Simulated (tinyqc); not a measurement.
Millisecond and nanosecond annealing: surface heating, thermal budget and solid-phase regrowth: one step, computed by the program tinyqc. Command: `OMP_NUM_THREADS=1 python tinyqc.py 3012016 3012017 out.jsonl flash walk`. One thread of a shared host (Intel(R) Xeon(R) Processor @ 2.30GHz), about 0.02 s of CPU time with the checks.

A square pulse heats the surface of a thick wafer with constant thermal properties; losses by radiation are neglected and silicon melts at 1414 C.

Question. Temperature in depth and time. Absorbed flux q = (1 - R) fluence/t_p; kappa = k/c. With f(z, t) = (2 q/k) sqrt(kappa t) ierfc(z/(2 sqrt(kappa t))), ierfc(x) = exp(-x^2)/sqrt(pi) - x erfc(x): T = T0 + f(z, t) during the pulse and T0 + f(z, t) - f(z, t - t_p) after it.

Inputs (values chosen for the exercise, modelled on hot silicon with arsenic): incident fluence = 18.9 J/cm^2; pulse length t_p = 0.0011 s; reflectance R = 0.43; thermal conductivity k = 0.29 W/(cm K); heat capacity per volume c = 2.1 J/(cm^3 K); preheat temperature T0 = 700 C; wafer thickness d = 775 um.

Source: flash lamp.

thermal length sqrt(kappa t_p) = 123.2496 um

Give: Temperature (C).

Answer.

Temperature (C):
```
t/t_p  surface  z = 0.5 thermal lengths  z = 1  z = 2
0.10       849                    724.6  701.6  700.0
0.25       935                    783.1  720.9  700.4
0.50      1032                    864.7  769.4  707.1
0.75      1107                    932.1  819.0  721.9
1.00      1170                    990.6  866.2  741.8
1.10      1044                    987.6  882.6  750.7
1.50       943                    926.2  882.9  781.6
2.00       895                    886.1  863.1  796.9
4.00       826                    823.6  817.1  794.3
10.00      776                    775.7  774.2  768.6
```

One tenth of a pulse length after the end the surface has lost 126 C: cooling starts as sqrt(t - t_p), much faster than heating ends. Caution: by the last row heat has reached the back of the wafer, so the surface stays hotter than listed.
